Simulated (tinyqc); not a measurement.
Input admittance of a MOSFET at zero drain bias: distributed channel and distributed gate: one step of the calculation.

Source and drain grounded, strong inversion, w = 2 pi f, Cox = eps0 eox/tox. The channel is an RC line of resistance 1/(mu Cox Vo) per square fed from both ends, so one finger has the intrinsic admittance y = i w Cox L tanh(g)/g per width, g = (1/2) sqrt(i w tau), tau = L^2/(mu Vo). The vertical resistance rv/L is in series with y, the overlaps 2 i w Cov in parallel: y_t = 1/(1/y + rv/L) + 2 i w Cov. The gate strip is a line of Rsh/L per length loaded by y_t, so a finger has Y = y_t Wf tanh(k)/k, k = (Wf/sd) sqrt(y_t Rsh/L); the device has Nf Y.

Question. Low-frequency resistances and capacitance. Low-frequency limits, with c = Cox L and ct = c + 2 Cov: R_strip = Rsh Wf/(3 sd^2 L Nf), R_ch = (c/ct)^2 L/(12 mu Cox Vo Wf Nf), R_vert = (c/ct)^2 rv/(L Wf Nf), C = ct Wf Nf.

Inputs (values chosen for the exercise); values of the order met in silicon radio-frequency transistors:
- eox = 21.4 (relative permittivity of the gate insulator (close to hafnium oxide))
- tox = 24 nm (insulator thickness)
- L = 0.21 um (channel length)
- Wf = 0.59 um (finger width)
- Nf = 32 (number of fingers)
- mu = 310 cm^2/(V s) (channel mobility)
- Vo = 0.57 V (gate overdrive)
- Rsh = 4.1 ohm/square (sheet resistance of the gate)
- rv = 3.2 ohm um^2 (vertical resistivity of the gate stack)
- sd = 2 (number of ends at which a finger is contacted)
- Cov = 0.3 fF/um (overlap and fringe capacitance on each side)

Constants: eps0 = 8.8541878128e-14 F/cm where lengths are in cm. Results are converted to the units shown.

Find: parts; sum; C; 1/(2 pi R C).

Answer.

parts (ohm): strip 0.03000, channel 3.582, vertical 0.4352
sum = 4.047 ohm
C = 42.63 fF
1/(2 pi R C) = 922.4 GHz

The channel term is the largest, 88.5 % of the sum.

Computed by the program tinyqc: `OMP_NUM_THREADS=1 python tinyqc.py 2262201 2262202 out.jsonl`, one thread of a shared Intel Xeon 2.30GHz, about 0.01 s for the whole run.
